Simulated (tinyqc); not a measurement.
Stillinger-Weber potential for a tetrahedral semiconductor: one step, computed by the program tinyqc.

With x = r/sigma: pair term eps A (B x^-4 - 1) exp(1/(x - a)); for each pair of neighbours j, k of atom i, three-body term eps lambda exp(gamma/(x_ij - a) + gamma/(x_ik - a)) (cos theta_jik + 1/3)^2; both vanish beyond x = a. A = 7.049556277, B = 0.6022245584, a = 1.8.

Problem. A trimer. Atom 1 binds atoms 2 and 3 at the angle theta; the third side follows from the cosine rule. Sum the three pair terms and the three-body terms centred on each atom.

Inputs (values chosen for the exercise, modelled on silicon):
```
quantity                    value      unit
energy scale eps            2.242        eV
length scale sigma          2.086  angstrom
three-body strength lambda   19.5         -
gamma                         1.1         -
bond 1 of the trimer         2.34  angstrom
bond 2 of the trimer          2.6  angstrom
angle of the trimer theta     107   degrees
```

Give: distance 2-3; pair terms; three-body term at atom 1; three-body terms at atoms 2 and 3; energy of the trimer.

Solution.

distance 2-3 = 3.974 angstrom

pair terms (eV): 1-2 -2.242, 1-3 -1.948, 2-3 0.000

three-body term at atom 1 = 0.001987 eV

three-body terms at atoms 2 and 3 = 0 eV

energy of the trimer = -4.188 eV

The cut-off is 3.755 angstrom, so atoms 2 and 3 do not interact directly.
